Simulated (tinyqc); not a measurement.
Van der Pauw, Hall and four-point-probe measurements on a doped layer: two steps of the calculation.

A uniform n-type layer with sheet resistance Rs = 1/(q ns mu), point contacts, low field (mu B small).

Inputs (values chosen for the exercise):
```
symbol,value,unit,meaning
rH,1,,Hall factor
B,0.55,T,magnetic field
I,50,uA,current
t,860,nm,thickness of the layer
```

Constants: q = 1.602176634e-19 C. Results are converted to the units shown.

Problem 1. New z. The van der Pauw equation exp(-pi RA z) + exp(-pi RB z) = 1 is solved for z = 1/Rs: e1 = exp(-pi RA z), e2 = exp(-pi RB z), f = e1 + e2 - 1, f' = -pi (RA e1 + RB e2), z(new) = z - f/f'.

z at the start = 12.219493 mS
RA = 1.0321596 ohm
RB = 35.079911 ohm

Find: e1; e2; f; f'; z after iteration 1.

Solution 1.

e1 = 0.96115
e2 = 0.26010
f = 0.22126
f' = -0.031782 kohm
z after iteration 1 = 19.181 mS

Problem 2. Sheet density, mobility and bulk values. Rs = 1/z; Hall sheet density B I/(q |VH|); Hall mobility |VH|/(Rs B I); true values ns = rH times the Hall density, mu = Hall mobility/rH; bulk density ns/t, resistivity Rs t; correction factor F = Rs/[(pi/ln 2)(RA + RB)/2].

converged z = 23.648127 mS
VH = -0.041863780 mV
RA = 1.0321596 ohm
RB = 35.079911 ohm

Find: Rs; Hall sheet density; Hall mobility; ns; mu; bulk density; resistivity; F.

Solution 2.

Rs = 42.287 ohm/square
Hall sheet density = 4.1000e14 cm^-2
Hall mobility = 360.00 cm^2/(V s)
ns = 4.1000e14 cm^-2
mu = 360.00 cm^2/(V s)
bulk density = 4.7674e18 cm^-3
resistivity = 0.0036367 ohm cm
F = 0.51672

Numbers from tinyqc (`OMP_NUM_THREADS=1 python tinyqc.py 2850103 2850104 out.jsonl`; about 0.01 s on one thread of a shared Intel Xeon 2.30GHz).
